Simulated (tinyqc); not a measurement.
# Time-domain thermoreflectance: layered heat flow under a modulated pulse train, and what the signal ratio measures, step by step

A worked calculation. Computed by tinyqc, a small Python program that keeps every step. Command: `OMP_NUM_THREADS=1 python tinyqc.py 3110201 3110202 out.jsonl tdtr walk`. One thread of a shared host (Intel(R) Xeon(R) Processor @ 2.30GHz), about 0.2 s of CPU time with the checks. Intermediate numbers are printed to about 6 digits and carried at full precision; extremes and crossings named in words are read from the listed rows.

Pulses repeat at 80 MHz; heat is laid down at the surface, all layers are isotropic.

Inputs (values chosen for the exercise, modelled on aluminium on 4H-SiC):

| quantity | value | unit |
|---|---|---|
| metal thickness d | 69 | nm |
| metal conductivity | 150 | W/(m K) |
| metal heat capacity | 2.42 | MJ/(m^3 K) |
| boundary conductance G under the metal | 100 | MW/(m^2 K) |
| substrate conductivity kappa | 332 | W/(m K) |
| substrate heat capacity C | 2.23 | MJ/(m^3 K) |
| modulation frequency f | 5 | MHz |
| spot radius w (1/e^2, pump and probe) | 4.4 | micrometre |
| delay t | 120 | ps |

Stack: metal, substrate.

## Length and time scales

Penetration depth sqrt(kappa/(pi f C)); effusivity sqrt(kappa C); cooling time of the metal d C_m/G; Kapitza length kappa/G.

penetration depth = 3.07862 micrometre

effusivity = 27209.6 W s^(1/2)/(m^2 K)

cooling time of the metal = 1669.8 ps

Kapitza length = 3320 nm

depth over spot radius = 0.699687

The penetration depth is not small against the spot, so radial spreading in the substrate matters at f.

## Impedance at k = 0 and the modulation frequency

For radial wave number k and angular frequency W each layer has u = sqrt(4 pi^2 k^2 + i W C/kappa) and gamma = kappa u. Surface impedance from below: Z = 1/gamma for the substrate; a layer of thickness L maps Z to (Z + tanh(u L)/gamma)/(1 + gamma Z tanh(u L)); a boundary adds 1/G. Take k = 0 and W = 2 pi f.

Z of the substrate = 4.63648-4.63648i m^2 K/GW

Z at the surface = 14.3176-5.5993i m^2 K/GW

## Response at the modulation frequency

Response per absorbed watt H(W) = 2 pi int_0^(2/w) Z(k, W) exp(-pi^2 k^2 w^2) k dk by 20 Gauss-Legendre points.

H(2 pi f) = 0.236612-0.059812i K/mW

phase of H(2 pi f) = -14.1864 degrees

## Signal at one delay

Signal: X + iY = sum_(m = -M..M) H(2 pi (f + m f_r)) exp(i 2 pi m f_r t) exp(-pi (m/M)^2 x 4), f_r = 80 MHz, M = 4000, with H(-W) the complex conjugate of H(W); V_in = X, V_out = Y, ratio = -V_in/V_out.

V_in = 1.19934 K/mW

V_out = -0.0524065 K/mW

ratio -V_in/V_out = 22.8853

## Ratio and sensitivities against delay

Sensitivity S = ln(ratio'/ratio)/ln(1.01) for a rise of one input by 1 %.

Ratio and sensitivities:

| t (ps) | ratio | S to kappa | S to G | S to d | S to C | S to w |
|---|---|---|---|---|---|---|
| 100 | 23.4438 | 0.792608 | 0.121749 | -1.00750 | 0.111907 | -0.747312 |
| 200 | 20.8837 | 0.742915 | 0.067009 | -0.89464 | 0.102344 | -0.701002 |
| 400 | 17.0762 | 0.669915 | -0.020203 | -0.71984 | 0.086897 | -0.633827 |
| 800 | 12.3552 | 0.582709 | -0.147268 | -0.48295 | 0.064237 | -0.556173 |
| 1500 | 8.0727 | 0.509785 | -0.305045 | -0.22105 | 0.034445 | -0.498477 |
| 2500 | 5.1351 | 0.463049 | -0.467273 | 0.02968 | -0.004806 | -0.476569 |
| 4000 | 3.0929 | 0.419647 | -0.603898 | 0.27618 | -0.067962 | -0.480142 |

The largest sensitivity in size at 100 ps is to d (-1.01). The sensitivity to G changes sign between 200 and 400 ps, which helps to separate G from inputs whose sensitivity keeps its sign. At 400 ps an error of 3 % in d passes on as 3 % in kappa.

Checks made by the program: steady rise of a bare substrate, 1/(2 sqrt(pi) w kappa), from the same quadrature (relative difference below 1e-10).
